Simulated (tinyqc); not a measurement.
Box-like doped layer, carriers, mobility and sheet resistance: one step of the calculation.

A p-type layer from the surface x = 0 to the junction xj, N(x) = N0 for x < xb and N0 10^(-(x - xb)/Lt) beyond. Local neutrality (no depletion at surface or junction, no spilling of carriers), intrinsic carriers neglected, full ionisation of active dopants.

Problem. Sheet quantities by the trapezoid rule. Dose = integral of N, carrier sheet density = integral of p, 1/Rs = q integral of p mu, mean mobility 1/(q Rs sheet density), Hall mobility (unit Hall factor) = integral of p mu^2 over integral of p mu, Hall sheet density = (integral of p mu)^2/integral of p mu^2; all from 0 to xj.

Constants: q = 1.602176634e-19 C. Results are converted to the units shown.

| point | x (nm) | N (cm^-3) | p (1e20 cm^-3) | mu (cm^2/(V s)) |
|---|---|---|---|---|
| 0 | 0.00000 | 3.5e20 | 2.0689000 | 50.960171 |
| 1 | 17.30482 | 3.5e20 | 2.0689000 | 50.960171 |
| 2 | 34.60963 | 3.5e20 | 2.0689000 | 50.960171 |
| 3 | 51.91445 | 3.5e20 | 2.0689000 | 50.960171 |
| 4 | 69.21926 | 3.5e20 | 2.0689000 | 50.960171 |
| 5 | 86.52408 | 3.5e20 | 2.0689000 | 50.960171 |
| 6 | 103.82889 | 3.5e20 | 2.0689000 | 50.960171 |
| 7 | 121.13371 | 8.4241992e19 | 0.8413199 | 55.227844 |
| 8 | 138.43853 | 9.2076749e18 | 0.0909767 | 88.021245 |
| 9 | 155.74334 | 1.0064016e18 | 0.0089640 | 202.26350 |
| 10 | 173.04816 | 1.1e17 | 0.0000000 | 372.73946 |

Give: dose; carrier sheet density; Rs; mean mobility; Hall mobility; Hall sheet density.

Solution.

dose = 4.100e15 cm^-2
carrier sheet density = 2.490e15 cm^-2
Rs = 48.64 ohm/square
mean mobility = 51.54 cm^2/(V s)
Hall mobility = 52.00 cm^2/(V s)
Hall sheet density = 2.468e15 cm^-2

Carriers make up 60.7 % of the dose. A Hall measurement weights the mobile tail, so its sheet density is 0.88 % below the true one.

Computed by the program tinyqc: `OMP_NUM_THREADS=1 python tinyqc.py 2110035 2110036 out.jsonl`, one thread of a shared Intel Xeon 2.30GHz, about 0.01 s for the whole run.
